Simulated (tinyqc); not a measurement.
Capillary instabilities by surface diffusion: grooving and agglomeration of films, edge retraction, wire break-up and smoothing of roughness: one step, computed by the program tinyqc. Command: `OMP_NUM_THREADS=1 python tinyqc.py 3021086 3021087 out.jsonl dewet walk`. One thread of a shared host (Intel(R) Xeon(R) Processor @ 2.30GHz), about 0.01 s of CPU time with the checks.

Isotropic surface energy; shapes change by surface diffusion alone.

Question. Retraction of a straight edge. A rim shaped as a circular segment with contact angle theta holds the area h x; its radius r obeys r^2 (theta - sin theta cos theta) = h x. To advance, the edge must carry a strip of the rim height H = r (1 - cos theta) over the rim, driven by the curvature 1/r over the distance r theta (the scaling argument of Brandon and Bradshaw): H dx/dt = B/(theta r^2) gives x^(5/2) = (5/2) B t c^(3/2)/(theta (1 - cos theta) h^(3/2)), c = theta - sin theta cos theta.

Inputs (values chosen for the exercise, for a model film):
```
quantity                              value     unit
contact angle on the substrate theta     70  degrees
temperature T                          1248        K
time t                                 1700        s
film thickness h                         10       nm
```

B = 4635.495 nm^4/s

Give: retraction x; rim height H; present speed.

Answer.

retraction x = 213.0 nm

rim height H = 32.00 nm

present speed = 0.05012 nm/s

The rim is 3.2 times the film thickness. x goes as t^(2/5) h^(-3/5): thin films retract faster.
